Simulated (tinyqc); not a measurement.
Core-shell quantum dot (spherical envelope functions): one step. Ground states. Two cases, with inputs chosen for the exercise.

Question. Find the lowest root for electron and hole, and the share of u^2 inside the core.

Parabolic bands; strain and other valleys are left out. s states, u = r psi, hard wall at R + H, c = hbar^2/2m0, energies from the band edges of the core. Core: u = sin(k1 r)/k1, k1 = sqrt(m1 E/c). At R, psi and psi'/m are continuous, so u is continuous and its slope in the shell is s = u/R + (m2/m1)(u' - u/R). Shell: u(R + x) = u(R) cos(k2 x) + s sin(k2 x)/k2, k2 = sqrt(m2 (E - V)/c); for negative arguments the functions turn into sinh and cosh. A level has u(R + H) = 0.

Constants: hbar^2/2m0 = 3.80998211 eV angstrom^2.

Case 1.

Values chosen (near those of an InAs/InP core-shell dot; not measured data): R = 24 angstrom (core radius); H = 9 angstrom (shell thickness); Vc = 0.481 eV (conduction edge of the shell above that of the core); Vv = 0.407 eV (hole barrier of the shell); me1 = 0.029 m0 (electron, core); me2 = 0.082 m0 (electron, shell); mh1 = 0.349 m0 (hole, core); mh2 = 0.493 m0 (hole, shell).

Case 2.

Values chosen (near those of a GaAs/AlGaAs core-shell dot; not measured data): R = 16 angstrom (core radius); H = 24 angstrom (shell thickness); Vc = 0.261 eV (conduction edge of the shell above that of the core); Vv = 0.12 eV (hole barrier of the shell); me1 = 0.065 m0 (electron, core); me2 = 0.091 m0 (electron, shell); mh1 = 0.404 m0 (hole, core); mh2 = 0.471 m0 (hole, shell).

Give: a table of carrier, E (eV), share in the core.

Answer.

Case 1.

Levels:

| carrier | E (eV) | share in the core |
|---|---|---|
| electron | 0.6511 | 0.806 |
| hole | 0.1168 | 0.947 |

The core holds 38 % of the volume. Both carriers sit mainly in the core, as the type I line-up favours.

Case 2.

Levels:

| carrier | E (eV) | share in the core |
|---|---|---|
| electron | 0.4350 | 0.378 |
| hole | 0.1200 | 0.543 |

The core holds 6 % of the volume. Neither carrier is held firmly in the core.

Computed by tinyqc, one run a case: `OMP_NUM_THREADS=1 python tinyqc.py N N+1 out.jsonl` with N = 1250441, 1251363; one thread of a shared Intel(R) Xeon(R) Processor @ 2.30GHz, about 0.06 s a run at most.
